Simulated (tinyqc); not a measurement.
Inside a calculation. Model: long-channel MOSFET, surface-potential model.

Program tinyqc, `OMP_NUM_THREADS=1 python tinyqc.py 2360035 2360036 out.jsonl`; Intel Xeon 2.30GHz, shared host, one thread, about 0.04 s. Printed values are rounded.

n-channel transistor on a uniformly doped p-type body, gradual-channel approximation, constant mobility, Boltzmann statistics, full ionisation. Potentials are counted from the neutral body; V is the electron quasi-Fermi potential, Vsb at the source and Vsb + Vds at the drain. Charges are magnitudes per area.

Values chosen for this exercise; material values close to those of silicon: temperature T = 300 K; band gap Eg = 1.11 eV; relative permittivity of the semiconductor eps_r = 11.7; conduction-band density of states at T Nc = 2.82e19 cm^-3; valence-band density of states at T Nv = 2.63e19 cm^-3; acceptor density of the body Na = 4e16 cm^-3; relative permittivity of the gate insulator eox = 8.58; insulator thickness tox = 5.5 nm; flat-band voltage Vfb = -0.79 V; channel mobility mu = 160 cm^2/(V s); gate width W = 5 um; gate length L = 2 um; source-body reverse bias Vsb = 0 V; gate-source voltage Vgs = 0.03 V; drain-source voltage Vds = 0.8 V.

Constants: q = 1.602176634e-19 C, kB = 1.380649e-23 J/K, Vt = kB T/q, eps0 = 8.8541878128e-14 F/cm where lengths are in cm. Results are converted to the units shown.

## Body potential, insulator capacitance and body factor

ni = sqrt(Nc Nv) exp(-Eg/(2 Vt)), Eg in volts; phiF = Vt ln(Na/ni); Cox = eps0 eox/tox; gamma = sqrt(2 q eps0 eps_r Na)/Cox. VT = Vfb + 2 phiF + gamma sqrt(2 phiF + Vsb), m = 1 + gamma/(2 sqrt(2 phiF + Vsb)).

ni = 1.292745e10 cm^-3
phiF = 0.3863591 V
Cox = 1.381253 uF/cm^2
gamma = 0.08342460 V^0.5
VT = 0.05605209 V
m = 1.047452

## Iteration 1: surface potential at the source by Newton steps

psi at the start (the smaller of 2 phiF + Vsb + 4 Vt and the root without inversion charge) = 0.7490550 V

With V = Vsb: G = psi - Vt + Vt e, e = exp((psi - 2 phiF - Vsb)/Vt); f = Vgs + Vsb - Vfb - psi - gamma sqrt(G); f' = -1 - gamma (1 + e)/(2 sqrt(G)); psi(new) = psi - f/f'.

G = 0.7335537 V
f = -5.062968e-4 V
f' = -1.068202
psi after iteration 1 = 0.7485810 V

## Iteration 2: surface potential at the source by Newton steps

As before.

G = 0.7328917 V
f = -7.693050e-8 V
f' = -1.067878
psi after iteration 2 = 0.7485810 V

## Course of the iteration: surface potential at the source by Newton steps

Stop when psi changes by less than 1e-10 V, or after 40 iterations.

Course of the iteration:

| iteration | psi (V) | \|change\| (V) |
|---|---|---|
| 1 | 0.7485810 | 4.74e-4 |
| 2 | 0.7485810 | 7.20e-8 |
| 3 | 0.7485810 | 1.67e-15 |

Converged in 3 iterations. The change falls from 4.7e-4 in the first iteration to below the tolerance in the last.

## Charges and current of the charge-sheet model

psi_0 = 0.7485810 V
psi_L = 0.7490546 V

psi_0 and psi_L solve Vgs + Vsb - Vfb - psi = gamma sqrt(G) at V = Vsb and Vsb + Vds. Qi = Cox gamma [sqrt(G) - sqrt(psi - Vt)], G = psi - Vt + Vt exp((psi - 2 phiF - V)/Vt), at both ends. With U = Vgs + Vsb - Vfb: drift = mu (W/L) Cox [U (psi_L - psi_0) - (psi_L^2 - psi_0^2)/2 - (2/3) gamma ((psi_L - Vt)^1.5 - (psi_0 - Vt)^1.5)]; diffusion = mu (W/L) Vt (Qi0 - QiL).

Qi0 = 0.6863369 nC/cm^2
QiL = 2.549543e-14 nC/cm^2
drift current = 6.501761e-5 uA
diffusion current = 0.007097273 uA
drain current = 0.007162290 uA

Drift carries 0.908 % of the current. The drain end is pinched off: its charge is under 1 % of that at the source.

## Inversion charge along the channel

| point | V (V) |
|---|---|
| 0 | 0 |
| 1 | 0.1333333 |
| 2 | 0.2666667 |
| 3 | 0.4 |
| 4 | 0.5333333 |
| 5 | 0.6666667 |
| 6 | 0.8 |

The surface potential psi at channel potential V solves Vgs + Vsb - Vfb - psi = gamma sqrt(G), G = psi - Vt + Vt exp((psi - 2 phiF - V)/Vt). Charge sheet: Qi = Cox gamma [sqrt(G) - sqrt(psi - Vt)]. Pao-Sah: Qi = (Cox gamma/2) integral from 3 Vt to psi of exp((u - 2 phiF - V)/Vt)/sqrt(G(u, V)) du.

| point | psi (V) | Qi, charge sheet (nC/cm^2) | Qi, Pao-Sah (nC/cm^2) |
|---|---|---|---|
| 0 | 0.7485810 | 0.6863369 | 0.6993165 |
| 1 | 0.7490518 | 0.004035660 | 0.004112056 |
| 2 | 0.7490546 | 2.323099e-5 | 2.367076e-5 |
| 3 | 0.7490546 | 1.337109e-7 | 1.362420e-7 |
| 4 | 0.7490546 | 7.696004e-10 | 7.841690e-10 |
| 5 | 0.7490546 | 4.429593e-12 | 4.513446e-12 |
| 6 | 0.7490546 | 2.549543e-14 | 2.597807e-14 |

At the source the charge-sheet charge is 1.9 % below the Pao-Sah one.

## Pao-Sah current by Simpson's rule

I = mu (W/L) integral of Qi dV; Simpson's rule on the 7 points, step Vds/6, weights 1, 4, 2, ..., 4, 1 times step/3.

Pao-Sah current = 0.01272556 uA

Gauss-Legendre quadrature on many points gives 0.007309 uA, so this value is 74 % above it; the charge-sheet current, 0.007162 uA, is 2.0 % below it.
